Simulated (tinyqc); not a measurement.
# Gain factor and gap resistance from two string resistances

Question. At small bit-line voltage each of the 96 cells has the resistance 1/(K x) at overdrive x (no mobility reduction) in series with a gap resistance Rg. Find K, Rg and the share of the gaps at the higher overdrive.

resistance of a string of 96 equal cells at overdrives of 3.1 and 8.3 V (kohm): [6968.8300, 4347.0088]

Solution. The resistance per cell is a straight line in 1/x with slope 1/K and intercept Rg.

K = 7.40 uA/V^2
Rg = 29.0 kohm
share of the gaps = 64.0 %

Computed by the program tinyqc: `OMP_NUM_THREADS=1 python tinyqc.py 2142154 2142155 out.jsonl`, one thread of a shared Intel Xeon 2.30GHz, about 0.6 s for the whole run.
